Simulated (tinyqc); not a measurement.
From results back to parameters: two-dimensional electron gas with Rashba and Dresselhaus coupling. Two cases, with inputs chosen for the exercise.

Problem. For pure Rashba coupling above the band crossing, k_outer - k_inner = al m/c with c = hbar^2/2m0, and each branch holds k^2/(4 pi) electrons per area. Beating of Shubnikov-de Haas oscillations gives the two densities; those below come from a hidden al (1e11/cm^2 = 1e-5/angstrom^2).

Constants: hbar^2/2m0 = 3.80998211 eV angstrom^2.

Find: k_outer, k_inner; al.

Method. k = sqrt(4 pi n) for each branch, and al = c (k_outer - k_inner)/m.

Case 1.

Values chosen (out of a larger set: of the size met in InSb; not measured data): m = 0.0136 m0 (mass).

densities (1e11/cm^2): outer 7.235861, inner 6.764139

Solution.

k_outer, k_inner (1/angstrom): 0.03015  0.02915

al = 0.280 eV angstrom

Case 2.

Values chosen (out of a larger set: of the size met in InGaAs; not measured data): m = 0.0405 m0 (mass).

densities (1e11/cm^2): outer 2.805280, inner 2.094720

Solution.

k_outer, k_inner (1/angstrom): 0.01878  0.01622

al = 0.240 eV angstrom

Computed by tinyqc, one run a case: `OMP_NUM_THREADS=1 python tinyqc.py N N+1 out.jsonl` with N = 1451803, 1451819; one thread of a shared Intel(R) Xeon(R) Processor @ 2.30GHz, about 0.01 s a run at most.
